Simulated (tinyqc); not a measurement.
## Partial widths from the peak

Problem. A Breit-Wigner resonance has total width G = GL + GR and peak transmission Tp = 4 GL GR/G^2. GL is known to be the larger. Find GL, GR and the lifetime hbar/G.

Constants: q = 1.602176634e-19 C, hbar = 1.054571817e-34 J s. Results are converted to the units shown.

G = 11.386601 meV
Tp = 0.89577957

Answer. GL and GR have the sum G and the product Tp G^2/4, so they are (G/2)(1 +/- sqrt(1 - Tp)).

GL = 7.531 meV
GR = 3.855 meV
lifetime = 57.81 fs

Program tinyqc, `OMP_NUM_THREADS=1 python tinyqc.py 2600053 2600054 out.jsonl`; Intel Xeon 2.30GHz, shared host, one thread, about 0.1 s.
